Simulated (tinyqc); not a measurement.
Undoped symmetric double-gate MOSFET, analytic potential model: two steps of the calculation.

An undoped body of thickness ts between two equal insulators and tied gates; long channel, electrons only, n = ni exp((psi - V)/Vt) with V the quasi-Fermi potential (0 at the source, Vd at the drain), constant mobility, no quantisation. Across the body psi(x) = V - 2 Vt ln[(ts/(2 beta)) sqrt(q ni/(2 eps0 eps_r Vt)) cos(2 beta x/ts)], x from the centre. Q is the electron charge per area of the whole body.

Values chosen for this exercise; material values close to those of silicon: temperature T = 300 K; relative permittivity of the semiconductor eps_r = 11.8; body thickness ts = 12 nm; gate voltage Vg = 0.48 V.

Constants: q = 1.602176634e-19 C, kB = 1.380649e-23 J/K, Vt = kB T/q, eps0 = 8.8541878128e-14 F/cm where lengths are in cm. Results are converted to the units shown.

Task 1. beta at the source by Newton steps. With V = 0: f = ln(beta) - ln(cos beta) + 2 r beta tan(beta) - (Vg - V0)/(2 Vt); f' = 1/beta + tan(beta) + 2 r [tan(beta) + beta/cos^2(beta)]; beta(new) = beta - f/f'.

beta at the start = 0.5
r = 0.44696970
V0 = 0.58806696 V

Find: f; f'; beta after iteration 1.

Result 1.

f = 1.7717
f' = 3.6150
beta after iteration 1 = 0.0099000

Task 2. Potential and electron density across the body at the source. psi(x) as above with V = 0 and beta = beta_s; n = ni exp(psi/Vt).

x/ts, point 0 to 6: [0, 0.1, 0.2, 0.3, 0.4, 0.45, 0.5]
beta_s = 0.12115879
ni = 1.2834032e10 cm^-3

Wanted: psi; n.

Result 2.

psi, point 0 to 6 (V): [0.35894, 0.35895, 0.35900, 0.35907, 0.35918, 0.35925, 0.35932]
n, point 0 to 6 (cm^-3): [1.3748e16, 1.3756e16, 1.3781e16, 1.3821e16, 1.3878e16, 1.3913e16, 1.3952e16]

The density at the surface is 1.01 times that at the centre (1/cos^2 beta).

Program tinyqc, `OMP_NUM_THREADS=1 python tinyqc.py 2440149 2440150 out.jsonl`; Intel Xeon 2.30GHz, shared host, one thread, about 0.03 s.
